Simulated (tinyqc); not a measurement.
Length offset and series resistance from crossing lines.

Inverse problem. R_total = Rs + k (L - dL)/Vo with constant Rs, dL and k. Find k, dL and Rs.

R_total at (L, Vo) = (40, 0.34), (80, 0.34), (40, 0.86) and (80, 0.86), L in nm and Vo in V (ohm um): [287.76471, 499.52941, 192.37209, 276.09302]

Answer. At each overdrive R is a straight line in L with slope k/Vo; the two lines cross at L = dL, R = Rs.

k = 1.800 ohm um V/nm
dL = 10.20 nm
Rs = 130.0 ohm um

tinyqc, about 0.03 s, one thread, Intel Xeon 2.30GHz (shared host): `OMP_NUM_THREADS=1 python tinyqc.py 2282113 2282114 out.jsonl`
